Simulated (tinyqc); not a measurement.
## Trap density from the capacitance step

Question. A junction with shallow donors Nd and a deep trap has C_HF = eps0 eps_r/W and C_LF = eps0 eps_r (Nd + Nt)/(Nd W + Nt xt), xt = W - lam. Find W, xt and Nt.

Parameters, values chosen for the exercise: relative permittivity eps_r = 11.7; shallow donor density Nd = 2.9e16 cm^-3.

Constants: eps0 = 8.8541878128e-14 F/cm where lengths are in cm. Results are converted to the units shown.

C_HF = 39.003046 nF/cm^2
C_LF = 49.616107 nF/cm^2
lam = 113.62766 nm

Answer. C_HF gives W. With y = C_LF/C_HF, Nt/Nd = (y - 1)/(1 - y xt/W).

W = 265.6 nm
xt = 152.0 nm
Nt = 2.900e16 cm^-3

Program tinyqc, `OMP_NUM_THREADS=1 python tinyqc.py 2050115 2050116 out.jsonl`; Intel Xeon 2.30GHz, shared host, one thread, about 0.01 s.
